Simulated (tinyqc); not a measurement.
Worked calculation: one-electron ion in a basis of Gaussians. One step of it, computed by the program tinyqc.

Task: Matrices over normalised Gaussians. With p = a_i + a_j and I(k) = Gamma((k+1)/2) / (2 p^((k+1)/2)): S = I(2l+2), T = (2l+3) a_i a_j S / p, V = -Z I(2l+1), each divided by sqrt(S_ii S_jj).

exponents of r^l exp(-a r^2) (1/bohr^2): 1.866000  2.574000  3.552000  4.900000  6.761000  9.329000  12.870000

Z = 4

l = 0

Give: S; T; V.

Result:

S:
```
        1       2       3       4       5       6       7
1  1.0000  0.9809  0.9265  0.8450  0.7472  0.6435  0.5424
2  0.9809  1.0000  0.9808  0.9264  0.8450  0.7471  0.6435
3  0.9265  0.9808  1.0000  0.9809  0.9265  0.8450  0.7472
4  0.8450  0.9264  0.9809  1.0000  0.9808  0.9264  0.8450
5  0.7472  0.8450  0.9265  0.9808  1.0000  0.9808  0.9265
6  0.6435  0.7471  0.8450  0.9264  0.9808  1.0000  0.9809
7  0.5424  0.6435  0.7472  0.8450  0.9265  0.9809  1.0000
```

T (hartree):
```
        1       2       3       4        5        6        7
1  2.7990  3.1832  3.4001  3.4259   3.2782   3.0020   2.6520
2  3.1832  3.8610  4.3915  4.6902   4.7257   4.5217   4.1409
3  3.4001  4.3915  5.3280  6.0595   6.4722   6.5213   6.2401
4  3.4259  4.6902  6.0595  7.3500   8.3597   8.9286   8.9961
5  3.2782  4.7257  6.4722  8.3597  10.1415  11.5347  12.3195
6  3.0020  4.5217  6.5213  8.9286  11.5347  13.9935  15.9150
7  2.6520  4.1409  6.2401  8.9961  12.3195  15.9150  19.3050
```

V (hartree):
```
         1         2         3         4         5         6         7
1  -8.7194   -9.3286   -9.7333   -9.9211   -9.9059   -9.7184   -9.3983
2  -9.3286  -10.2408  -10.9571  -11.4317  -11.6523  -11.6342  -11.4141
3  -9.7333  -10.9571  -12.0300  -12.8707  -13.4288  -13.6880  -13.6670
4  -9.9211  -11.4317  -12.8707  -14.1295  -15.1175  -15.7728  -16.0769
5  -9.9059  -11.6523  -13.4288  -15.1175  -16.5972  -17.7578  -18.5272
6  -9.7184  -11.6342  -13.6880  -15.7728  -17.7578  -19.4961  -20.8587
7  -9.3983  -11.4141  -13.6670  -16.0769  -18.5272  -20.8587  -22.8991
```
